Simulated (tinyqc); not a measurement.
On-chip interconnect, size-dependent resistivity and RC delay: two metals against line width.

A rectangular line between two neighbours and two ground planes. Surface and grain-boundary scattering are added to the bulk resistivity as corrections; capacitances are parallel-plate values without fringing; inductance is ignored.

Metal width x = wd - 2 tl, height y = AR wd - tl; grain boundaries (Mayadas-Shatzkes): al = (lam/(gr x)) Rg/(1 - Rg), g = 1/[1 - 3 al/2 + 3 al^2 - 3 al^3 ln(1 + 1/al)] - 1; surfaces (Fuchs-Sondheimer, thick limit): s = (3/8) lam (1 - ps)(1/x + 1/y); rho = rho0 (1 + g + s); r = rho/(x y). The second metal has rho2, lam2 and tl2 in place of rho0, lam and tl; ps, Rg, gr and AR are shared.

Inputs (values chosen for the exercise); metal values close to those of copper:
```
symbol,value,unit,meaning
rho0,1.72,uohm cm,bulk resistivity
lam,40.4,nm,bulk mean free path
ps,0,,specular share of surface scattering
Rg,0.58,,reflection coefficient of grain boundaries
gr,0.7,,grain size over the metal width
AR,1.4,,"aspect ratio, height over width"
tl,1.2,nm,"liner on both walls and the bottom, not conducting"
sp,77,nm,space to the neighbouring lines
hd,140,nm,dielectric height to the planes above and below
ek,2.2,,relative permittivity of the dielectric
Mf,1,,Miller factor of the neighbours
rho2,5.28,uohm cm,bulk resistivity of the second metal (close to molybdenum)
lam2,11,nm,mean free path of the second metal
tl2,0.5,nm,liner of the second metal
```

Constants: eps0 = 8.8541878128e-12 F/m. Results are converted to the units shown.

Result of one run:
```
wd (nm)  rho, first (uohm cm)  rho, second (uohm cm)  r, first (ohm/um)  r, second (ohm/um)  ratio second/first
70                      5.159                  8.175              7.884               12.15               1.541
```

What becomes of these results when the drawn line width wd is changed from 70 to 13 nm, all else the same?

Result of the changed run:
```
wd (nm)  rho, first (uohm cm)  rho, second (uohm cm)  r, first (ohm/um)  r, second (ohm/um)  ratio second/first
13                      23.06                  21.33               1280                1004              0.7847
```

The whole series:
```
wd (nm)  rho, first (uohm cm)  rho, second (uohm cm)  r, first (ohm/um)  r, second (ohm/um)  ratio second/first
5                       86.65                  52.59            5.746e4             2.023e4              0.3520
6.5                     56.07                  39.86            1.731e4                8427              0.4868
8                       41.73                  32.55               7452                4346              0.5833
10                      31.34                  26.58               3222                2187              0.6789
13                      23.06                  21.33               1280                1004              0.7847
17                      17.28                  17.38              523.7               466.2              0.8902
22                      13.36                  14.55              230.2               228.6              0.9931
30                      10.02                  12.04              89.00               100.0               1.124
45                      7.134                  9.774              27.10               35.54               1.312
70                      5.159                  8.175              7.884               12.15               1.541
120                     3.719                  6.978              1.896               3.501               1.847
```

The resistivity of the first metal falls from 86.6 to 3.72 uohm cm and that of the second goes from 52.6 to 6.98 uohm cm as the line widens. The products rho0 lam, which set the size effect, are 69.5 and 58.1 uohm cm nm. The two resistances cross at wd = 22.4 nm: below it the second metal gives the lower line resistance. For widths well under the mean free path the thick-limit surface term is only a guide.

Numbers from tinyqc (`OMP_NUM_THREADS=1 python tinyqc.py 2100053 2100054 out.jsonl`; about 0.01 s on one thread of a shared Intel Xeon 2.30GHz).
